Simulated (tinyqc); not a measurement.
Finite square well with mass mismatch (envelope functions): sweeps and comparisons. A value that a table varies takes the place of the one given here.

A square well of width L and depth V0, mass mw inside and mb outside, energies from the bottom of the well, c = hbar^2/2m0. k = sqrt(mw E/c), kappa = sqrt(mb (V0 - E)/c). psi and psi'/m are continuous at the walls (BenDaniel-Duke), so level n solves k L + 2 atan[(k/mw)/(kappa/mb)] = n pi.

Non-parabolic bands: mw is replaced by mw (1 + alpha_w E) and mb by mb (1 - alpha_b (V0 - E)), in k, kappa and the matching condition alike.

Constants: hbar^2/2m0 = 3.80998211 eV angstrom^2.

Parameters, chosen for this exercise (near those of the light valleys of a Si film in HfO2; not measured data):

| symbol | value | unit | meaning |
|---|---|---|---|
| V0 | 1.462 | eV | barrier height |
| mw | 0.188 | m0 | mass in the well |
| mb | 0.187 | m0 | mass in the barrier |
| Ls | (8, 11, 16, 22, 31, 43, 60) | angstrom | widths |
| L | 37 | angstrom | well width |
| alpha_w | 0.45 | 1/eV | non-parabolicity in the well |
| alpha_b | 0.34 | 1/eV | non-parabolicity in the barrier |

## Width of the well

Levels against L, beside the infinite well E1(hard) = c (pi/L)^2/mw; Pb is the probability of level 1 in the barriers; a dash marks an unbound level.

Levels:

| L (angstrom) | bound levels | E1 (eV) | E2 (eV) | E1(hard) (eV) | Pb |
|---|---|---|---|---|---|
| 8 | 1 | 0.7535 | - | 3.1253 | 0.295 |
| 11 | 1 | 0.5537 | - | 1.6530 | 0.175 |
| 16 | 2 | 0.3541 | 1.2361 | 0.7813 | 0.084 |
| 22 | 2 | 0.2277 | 0.8614 | 0.4133 | 0.042 |
| 31 | 3 | 0.1346 | 0.5268 | 0.2081 | 0.019 |
| 43 | 4 | 0.0784 | 0.3110 | 0.1082 | 0.008 |
| 60 | 6 | 0.0439 | 0.1752 | 0.0556 | 0.003 |

The infinite well overestimates E1 by a factor 4.15 at 8 angstrom and 1.26 at 60 angstrom. The local exponent d ln E1/d ln L goes from -0.97 (first two rows) to -1.74 (last two), towards the -2 of hard walls, as Pb falls from 0.295 to 0.003. E2 - E1 is largest at 16 angstrom of the widths listed. Non-parabolicity, which grows with the level, already counts at a few tenths of an eV, and levels above about 0.5 eV lie beyond a parabolic band.

## Levels of description

The same well five ways. mb = mw: the barrier takes the mass of the well. psi' continuous: kappa holds mb but the condition drops the masses, k L + 2 atan(k/kappa) = n pi. The last column is measured against BenDaniel-Duke.

Levels (eV):

| model | E1 | E2 | E3 | E1 - E1(BDD) (meV) |
|---|---|---|---|---|
| infinite walls | 0.1461 | 0.5844 | 1.3149 | 45.2 |
| mb = mw | 0.1008 | 0.3980 | 0.8694 | -0.1 |
| BenDaniel-Duke | 0.1009 | 0.3983 | 0.8698 | 0.0 |
| psi' continuous | 0.1008 | 0.3977 | 0.8689 | -0.2 |
| non-parabolic | 0.1065 | 0.3780 | 0.7355 | 5.6 |

Hard walls put E1 45.2 meV too high. Ignoring the mass step moves it by -0.1 meV and the wrong matching by -0.2 meV: with mb/mw = 0.99, continuity of psi'/m lets the slope outside be 0.99 times the slope inside, which acts like a harder wall. Non-parabolicity shifts E1 by +5.6 meV, the balance of a heavier mass in the well, which lowers it, and a lighter mass deep in the barrier, which hardens the wall. Among the finite wells the largest departure in E1 is that of the model 'non-parabolic'.

## What each parameter does

Parabolic bands. Pb is the probability of level 1 in the barriers, (A^2/kappa)/(A^2/kappa + L/2 + sin(kL)/(2k)) with A = cos(kL/2). Each row changes one parameter from the base and keeps the others.

Results:

| case | E1 (eV) | bound levels | Pb | V0 - E1 (eV) |
|---|---|---|---|---|
| base | 0.1009 | 4 | 0.0119 | 1.3611 |
| L = 41 angstrom | 0.0850 | 4 | 0.0091 | 1.3770 |
| V0 = 1.681 eV | 0.1033 | 4 | 0.0100 | 1.5777 |
| mw = 0.2068 m0 | 0.0946 | 4 | 0.0103 | 1.3674 |
| mb = 0.2338 m0 | 0.0972 | 4 | 0.0124 | 1.3648 |

The largest shifts from the base row, up to three for each result and ties (the steps differ in size, so this ranks the rows, not the parameters). E1 (eV): L -0.0159, mw -0.0063, mb -0.0037. bound levels: unchanged at the printed digits by L, V0, mw and mb. Pb: L -0.0027, V0 -0.0019, mw -0.0016. V0 - E1 (eV): V0 +0.2166, L +0.0159, mw +0.0063.

tinyqc: `OMP_NUM_THREADS=1 python tinyqc.py 1282527 1282528 out.jsonl`; about 0.01 s, one thread, shared Intel(R) Xeon(R) Processor @ 2.30GHz.
